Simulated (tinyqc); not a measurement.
A ladder of methods, and size consistency: correlation methods against full CI in the 6-31g basis, for H2, spin multiplicity 1. Computed by the program tinyqc with PySCF. 

Geometry (angstrom):

| atom | x | y | z |
|---|---|---|---|
| H | 0.0000 | 0.0000 | 0.0000 |
| H | 0.0000 | 0.0000 | 0.8040 |

RHF energy of one = -1.123375 hartree

All electrons correlated; +Q is the Davidson correction (1 - c0^2) E_corr. The last columns treat two copies 100 angstrom apart as one system. FCI is the lowest singlet.

Correlation energies (hartree):

| method | E_corr of one | share of FCI (%) | E_corr of two at 100 angstrom | two minus twice one (mhartree) |
|---|---|---|---|---|
| MP2 | -0.01808 | 68.450 | -0.03616 | 0.000 |
| CISD | -0.02641 | 100.000 | -0.05196 | 0.861 |
| CISD+Q | -0.02686 | 101.690 | -0.05363 | 0.091 |
| CCSD | -0.02641 | 100.000 | -0.05282 | 0.000 |
| CCSD(T) | -0.02641 | 100.000 | -0.05282 | 0.000 |
| FCI | -0.02641 | 100.000 | - | - |

MP2 recovers 68 %, CISD 100.0 % and CCSD 100.0 % of the FCI value (c0^2 = 0.983 in CISD). MP2 and coupled cluster are size consistent, so their last column vanishes; CISD loses 0.86 mhartree, since a double excitation on each copy is a quadruple of the pair, and the Davidson correction leaves +0.09. With two electrons, or one virtual orbital, CISD and CCSD are exact for one copy, so +Q overshoots there.
